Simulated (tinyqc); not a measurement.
Hubbard chain of 4 sites, step by step. One step of it, computed by the program tinyqc.

Task: Mean-field iteration 2. H(up) = T + U n(down), H(down) = T + U n(up); fill the lowest levels; n(new) = n + mixing (n(out) - n); E = tr T (rho up + rho down) + U sum n_up n_down of the output.

one-body matrix (hopping and site energies) (eV), lower triangle:
```
,1,2,3,4
1,-0.550000
2,-1.270000,-0.610000
3,0.000000,-1.270000,-0.270000
4,0.000000,0.000000,-1.270000,-0.510000
```

U = 2.300000 eV

electrons, up and down: 2  2

mixing = 0.200000

n(up) after iteration 1: 1 0.497960, 2 0.502744, 3 0.492207, 4 0.507089

n(down) after iteration 1: 1 0.497960, 2 0.502744, 3 0.492207, 4 0.507089

Give: levels, up; levels, down; energy; n(up) after iteration 2; n(down) after iteration 2.

Result:

levels, up (eV): -1.381  -0.133  1.428  2.746

levels, down (eV): -1.381  -0.133  1.428  2.746

energy = -5.325 eV

n(up) after iteration 2: 1 0.497, 2 0.504, 3 0.487, 4 0.511

n(down) after iteration 2: 1 0.497, 2 0.504, 3 0.487, 4 0.511
